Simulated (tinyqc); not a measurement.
Small-signal admittance of a forward-biased p+-n diode: one step of the calculation.

Holes injected into a neutral base of width wb with an ohmic contact at its end; low injection, p0 far above the equilibrium density. A small voltage v exp(i w t), w = 2 pi f, modulates the edge density by p0 v/Vt, and the small-signal density obeys Dp d2p/dx2 = (1/tau + i w) p.

Question. The same by finite differences. 6 equal intervals, h = wb/6; u = small-signal density over its edge value, u_0 = 1, u_6 = 0; u_(i-1) + b u_i + u_(i+1) = 0 with b = -2 - h^2 (1/tau + i w)/Dp; Y = (q Dp p0/(Vt h)) (-b/2 - u_1), which includes the half box at the edge.

Inputs (values chosen for the exercise); permittivity close to that of 4H silicon carbide:
- T = 300 K (temperature)
- Dp = 2.8 cm^2/s (hole diffusion coefficient)
- tau = 4e-6 s (hole lifetime)
- wb = 130 um (width of the neutral base)
- p0 = 6.4e11 cm^-3 (excess hole density at the junction edge)
- f = 1.6e5 Hz (signal frequency)

Constants: q = 1.602176634e-19 C, kB = 1.380649e-23 J/K, Vt = kB T/q. Results are converted to the units shown.

Wanted: b; u; Y on the mesh.

Answer.

b = -2.4191-1.6855i
u, node 1 to 5: [0.25918-0.22981i, 0.01434-0.11911i, -0.02373-0.03416i, -0.01417-0.00352i, -0.00462+0.00177i]
Y on the mesh = (4.8715+5.4977i) x 1e-3 S/cm^2

Program tinyqc, `OMP_NUM_THREADS=1 python tinyqc.py 2890185 2890186 out.jsonl`; Intel Xeon 2.30GHz, shared host, one thread, about 0.01 s.
